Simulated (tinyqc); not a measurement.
Comparisons within one model: hole subbands of a hard-walled well, four-band Luttinger model. A value that a table varies takes the place of the one given here.

Hole energies are counted downwards from the unstrained band edge, c = hbar^2/2m0. After the usual block transformation one block is H = [[P + Q - Zs, R - i S], [R + i S, P - Q + Zs]] in (heavy, light), with P +/- Q = c [(g1 +/- g2) k^2 + (g1 -/+ 2 g2) kz^2], R = sqrt(3) c gR k^2, S = 2 sqrt(3) c g3 k kz, kz = -i d/dz; axial approximation gR = (g2 + g3)/2. Zs = b (e_par - e_perp) is the shear part of the strain (the hydrostatic part shifts all levels alike and is left out). Basis sqrt(2/L) sin(n pi z/L), n = 1 to N, for each component: kz^2 gives (n pi/L)^2 and the heavy-light block is R delta_nm - 2 sqrt(3) c g3 k D_nm with D_nm = 4 n m/(L (n^2 - m^2)) for n + m odd, 0 otherwise. The other block has the same levels. The split-off band is left out.

Constants: hbar^2/2m0 = 3.80998211 eV angstrom^2.

Inputs chosen for the exercise (near those of Ge; not measured data): g1 = 13.33 (Luttinger gamma1); g2 = 4.26 (gamma2); g3 = 5.7 (gamma3); L = 105 angstrom (well width along [001]); k = 0.033 1/angstrom (wave vector in the plane); Zlist = (-0.0647, -0.0397, -0.0238, -0.0098, 0, 0.0218, 0.0485) eV (shear strain energies (negative: tension in the plane, for b < 0)).

## Which coupling does what

shear strain energy Zs = -0.056814 eV
N = 20, at the given k. Diagonal: R = S = 0. Along [100] and [110] gR is g2 and g3 instead of their mean.

Hole energies (meV):
```
model        E1      E2      E3      E4
diagonal  55.34  146.20  195.42  277.45
R alone   42.94  158.60  182.18  274.05
S alone   27.11  103.23  179.82  180.73
axial     18.45   99.84  179.01  186.53
[100]     20.67  100.81  179.17  185.06
[110]     15.96   98.66  178.80  188.22
```

What does this show, and why?

The couplings move E1 by -36.90 meV: R alone by -12.40, S alone by -28.23, so S matters more at k L/pi = 1.10 (R grows as k^2 and joins equal n, S as k and joins n of opposite parity). Warping spreads E1 by 4.71 meV between [100] and [110], the hole being heavier along [110]; the axial value lies between them.

## Strain

N = 20. dE is the rise of the top subband from k = 0 to k1 = pi/(4L), m1 = c k1^2/dE (dash if dE is not positive), and the heavy weight is taken at k = pi/L.

Top subband:
```
Zs (eV)  HH1 (meV)  LH1 (meV)  dE (meV)  heavy weight  m1 (m0)
-0.0647       81.1        9.8     0.098         0.152    2.178
-0.0397       56.1       34.8    -1.096         0.253        -
-0.0238       40.2       50.7     2.270         0.357    0.094
-0.0098       26.2       64.7     2.820         0.479    0.076
0.0000        16.4       74.5     2.913         0.576    0.073
0.0218        -5.4       96.3     3.043         0.777    0.070
0.0485       -32.1      123.0     3.147         0.900    0.068
```

What can be read from the table?

HH1 and LH1 cross at Zs = -2 c g2 (pi/L)^2 = -0.0291 eV; for more negative Zs the light hole is on top. Among the rows with HH1 on top, m1 goes from 0.094 to 0.068 m0 as the splitting widens from 11 to 155 meV, against the unmixed 1/(g1 + g2) = 0.057: compression lightens the holes here. A dash marks a top subband whose hole energy at k1 lies below that at k = 0: an electron-like (negative) mass. m1 describes the neighbourhood of k = 0 only; where HH1 and LH1 lie close, the band may peak further out.

tinyqc: `OMP_NUM_THREADS=1 python tinyqc.py 1280592 1280593 out.jsonl`; about 0.1 s, one thread, shared Intel(R) Xeon(R) Processor @ 2.30GHz.
